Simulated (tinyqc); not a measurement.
Chemical shift by three methods: effective-mass impurity with a central-cell term, in a basis of Slater functions. Computed by tinyqc, a small Python program. Command: `OMP_NUM_THREADS=1 python tinyqc.py 3023942 3023943 out.jsonl centralcell walk`. One thread of a shared host (Intel(R) Xeon(R) Processor @ 2.30GHz), about 0.01 s of CPU time with the checks.

The envelope obeys H = -nabla^2 - (2/r) [Z + A exp(-kappa r)] in effective units, with kappa = a*/lambda; positive A deepens the well near the core.

Inputs (values chosen for the exercise, for a model semiconductor):

| quantity | value | unit |
|---|---|---|
| effective mass m | 0.207 | m_0 |
| dielectric constant eps | 8.86 | - |
| charge Z of the core | 1 | - |
| central-cell strength A | -3.4 | - |
| central-cell range lambda | 2 | angstrom |

Impurity: donor, one isotropic band.

Constants: Ry = 13.605693123 eV; a_0 = 0.529177210903 angstrom.

Method:
- Units: Ry* = Ry m/eps^2 and a* = a_0 eps/m, with m in m_0.
- kappa = a*/lambda; the hydrogenic ground state is bound by Z^2 Ry*.
- For s functions exp(-zeta r), with s = zeta_i + zeta_j: S = 2/s^3, T = zeta_i zeta_j S, V = -2 Z/s^2, W = -2 A/(s + kappa)^2; each function is normalised by dividing by sqrt(S_ii S_jj).
- Large basis: zeta_i = 0.06 x 1.6^(i-1), i = 1..22, same formulas; for p functions r exp(-zeta r): S = 24/s^5, T = zeta_i zeta_j S (centrifugal term included), V = -12 Z/s^4, W = -12 A/(s + kappa)^4; overlap eigenvalues below 1e-11 are dropped.
- First order: shift = 8 A Z^3/(2 Z + kappa)^2 Ry*. One exponent: minimise zeta^2 - 2 Z zeta - 8 A zeta^3/(2 zeta + kappa)^2 by golden section on 0.2 to 6 Z. All shifts are the binding beyond Z^2 Ry*.

kappa = 11.3249 1/a*

Ry* = 35.8776 meV

hydrogenic binding energy = 35.8776 meV

Shift of the 1s binding energy (meV):

| A | first order | one exponent | large basis |
|---|---|---|---|
| 3.40 | 5.4962 | 7.8353 | 10.105 |
| 1.70 | 2.7481 | 3.2095 | 3.577 |
| -0.34 | -0.5496 | -0.5348 | -0.525 |
| -0.85 | -1.3741 | -1.2855 | -1.231 |
| -1.70 | -2.7481 | -2.4186 | -2.229 |
| -3.40 | -5.4962 | -4.3378 | -3.752 |
| -4.25 | -6.8703 | -5.1626 | -4.349 |

The three columns are ordered, first order <= one exponent <= large basis, since each is a variational bound with more freedom. At the largest attractive A first order gives 54 % and one exponent 78 % of the shift; at the most repulsive A the true shift is -4.349 meV against -6.870. Attraction pulls the envelope in and feeds itself, repulsion pushes it out and saturates.

Extremes, crossings and ranges named in words are read from the listed rows.
